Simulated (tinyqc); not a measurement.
Worked calculation: one-electron ion in a basis of Gaussians. Computed by tinyqc, a small Python program that keeps every step. Settings: Z = 2, l = 0. Command: `OMP_NUM_THREADS=1 python tinyqc.py 23642 23643 out.jsonl` (the two numbers bound the seeds that draw the settings). One thread of a shared host (Intel(R) Xeon(R) Processor @ 2.60GHz), about 0.01 s of CPU time with the checks.

## Matrices over normalised Gaussians

exponents of r^l exp(-a r^2) (1/bohr^2): [0.552800, 1.755000, 5.572000, 17.690000]

Z = 2

l = 0

With p = a_i + a_j and I(k) = Gamma((k+1)/2) / (2 p^((k+1)/2)): S = I(2l+2), T = (2l+3) a_i a_j S / p, V = -Z I(2l+1), each divided by sqrt(S_ii S_jj).

S:
```
[[1.000000, 0.788645, 0.433852, 0.200738],
 [0.788645, 1.000000, 0.788627, 0.433847],
 [0.433852, 0.788627, 1.000000, 0.788640],
 [0.200738, 0.433847, 0.788640, 1.000000]]
```

T (hartree):
```
[[0.829200, 0.994603, 0.654561, 0.322816],
 [0.994603, 2.632500, 3.157586, 2.078045],
 [0.654561, 3.157586, 8.358000, 10.025170],
 [0.322816, 2.078045, 10.025170, 26.535000]]
```

V (hartree):
```
[[-2.372925, -2.703745, -2.423106, -1.934909],
 [-2.703745, -4.228035, -4.817481, -4.317435],
 [-2.423106, -4.817481, -7.533653, -8.583950],
 [-1.934909, -4.317435, -8.583950, -13.423444]]
```

## Generalised eigenproblem

H = T + V (hartree):
```
[[-1.543725, -1.709142, -1.768546, -1.612092],
 [-1.709142, -1.595535, -1.659895, -2.239390],
 [-1.768546, -1.659895, 0.824347, 1.441220],
 [-1.612092, -2.239390, 1.441220, 13.111556]]
```

Solve H C = S C e through S^(-1/2); each column has its largest component positive (the first on a tie).

eigenvalues of S: [0.044577, 0.237348, 0.966057, 2.752017]

eigenvalues (hartree): [-1.989982, 0.563199, 8.434980, 37.797364]

coefficients:
```
[[0.533752, 1.566731, -0.941663, 0.443966],
 [0.410455, -1.533556, 2.381760, -1.416366],
 [0.125863, 0.081724, -2.002878, 2.482926],
 [0.055168, -0.094641, 0.106990, -1.949312]]
```

For Z = 2 and l = 0 the exact lowest level is -Z^2/(2 n^2) with n = l + 1: -2.000000 hartree.
